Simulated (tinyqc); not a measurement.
# Ballistic Schottky-barrier transistor with a two-dimensional channel, WKB contacts: two studies

Source Fermi level 0, drain Fermi level -Vd. Far from the contacts Ec = pn - psi, and the gate moves psi one to one; the band edges relax as exp(-x/lam) from pn at the source and pn - Vd at the drain; Ev = Ec - Eg. A carrier of energy w inside the channel band meets at a contact a barrier of height D (the contact edge beyond the channel edge): T = 1 for w >= D, else exp(-S), S = 4 lam sqrt(m/C) [sqrt(D - w) - sqrt(w) arctan sqrt((D - w)/w)], C = hbar^2/(2 m0). The two contacts combine as Ts Td/(Ts + Td - Ts Td).

Inputs (values chosen for the exercise); channel values close to those of a black phosphorus layer:

| symbol | value | unit | meaning |
|---|---|---|---|
| T | 300 | K | temperature |
| Eg | 0.488 | eV | band gap |
| pn | 0.21 | eV | barrier for electrons at both contacts |
| mn | 0.16 | m0 | electron mass |
| mp | 0.14 | m0 | hole mass |
| g | 1 |  | valleys or subbands |
| lam | 1.2 | nm | screening length at the contacts |
| Vd | 0.7 | V | drain bias |
| ps | 0.17 | V | band shift psi of the channel by the gate |

Constants: q = 1.602176634e-19 C, kB = 1.380649e-23 J/K, hbar = 1.054571817e-34 J s, h = 6.62607015e-34 J s, m0 = 9.1093837015e-31 kg, Vt = kB T/q, hbar^2/(2 m0) = 0.0380998212 eV nm^2. Results are converted to the units shown.

Each table varies one quantity; the others keep the values above.

## Ambipolar transfer curve

I/W = g (2 q^2/h) int T(w) [N(Es + w) - N(Ed + w)] dw with w the energy of motion along the channel, N(y) = (1/2 pi) sqrt(pi m kB T/C) Fm(-y/kB T), Fm(x) = (1/sqrt(pi)) int_0^infinity u^(-1/2)/(1 + exp(u - x)) du. Electrons: Ds = psi, Dd = psi - Vd, Es = Ec, Ed = Ec + Vd. Holes: Ds = -psi, Dd = Vd - psi, Es = -Ev, Ed = -Ev - Vd. The size of each current is taken; both flow from drain to source and add. The integrals are converged. Swing = d(psi)/d(log10 I).

Ambipolar transfer curve:
```
ps (V)  electrons (uA/um)  holes (uA/um)  I (uA/um)  swing (mV/decade)
-0.22            1.112e-5           1861       1861             -908.5
-0.15            1.668e-4           1540       1540             -796.5
-0.08            0.002501           1239       1239             -687.9
-0.01             0.03750          960.4      960.4             -583.2
0.06               0.3026          708.7      709.0             -483.3
0.13                2.055          487.8      489.8             -394.8
0.2                 13.94          302.6      316.5             -364.0
0.27                65.68          158.9      224.6             -939.7
0.33                160.2          73.12      233.4              640.9
0.4                 326.5          18.81      345.3              344.0
0.47                543.1          2.802      545.9              377.8
0.54                801.0         0.3577      801.4              469.5
```

I goes from 1860 through a minimum of 225 (at ps = 0.27 V among the rows listed) to 801 uA/um; the exact minimum lies at psi = 0.294 V. Holes carry the left branch and electrons the right. The ratio of the last row to the smallest is 3.57 and of the first row 8.29, with barriers of 0.21 eV for electrons and 0.278 eV for holes. The steepest swing among the rows is 344 mV/decade, against the thermionic limit 59.5.

## Effect of the screening length

Same model as above.

Results:
```
lam (nm)  current of the holes (uA/um)  share over the barriers (%)  |d psi/d log10| of this current (mV/decade)
0.5                               1308                     2.845e-4                                        379.2
2.6                              58.58                     0.006353                                        266.3
3.7                              18.55                      0.02006                                        239.5
4.8                              7.012                      0.05307                                        226.0
5.9                              3.048                       0.1221                                        221.6
6.9                              1.585                       0.2348                                        223.7
8                               0.8528                       0.4364                                        231.6
```

Estimate the missing row, lam = 1.6 nm.

Computed row:
```
lam (nm)  current of the holes (uA/um)  share over the barriers (%)  |d psi/d log10| of this current (mV/decade)
1.6                              207.8                     0.001791                                        309.0
```

With this row back in the table: The current falls from 1310 to 0.853 uA/um, while the share over the barriers rises from 2.84e-4 to 0.436 %: the thermionic part does not depend on lam, and a thinner barrier adds tunnelling. The swing goes from 379 through a minimum of 222 (at lam = 5.9 nm among the rows listed) to 232 mV/decade.

Range of the model: No scattering, image-force lowering, channel charge or band-to-band tunnelling; parabolic kappa overstates S deep in the gap.

Program tinyqc, `OMP_NUM_THREADS=1 python tinyqc.py 2390111 2390112 out.jsonl`; Intel Xeon 2.30GHz, shared host, one thread, about 0.3 s.
